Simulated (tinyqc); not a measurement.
Worked calculation: lattice vibrations of a chain. One step of it, computed by the program tinyqc.

Task: Dynamical matrix at q = 0.39. q is in units of 2 pi/a. A spring k from atom i to atom j, n cells on, adds k to Phi_ii and Phi_jj, -k exp(2 pi i q n) to Phi_ij and the conjugate to Phi_ji (for one atom a cell: 2k (1 - cos 2 pi q n)); D_ij = Phi_ij / sqrt(m_i m_j).

A chain moving along its axis:
```
atom    mass (u)  spring to the next atom (eV/angstrom^2)
1     103.100000                                21.500000
2       8.900000                                 5.900000
```

Give: D(q).

Result:

D(q) (eV/(angstrom^2 u)):
```
                 1                2
1           0.2658  -0.5597+0.1242i
2  -0.5597-0.1242i           3.0787
```
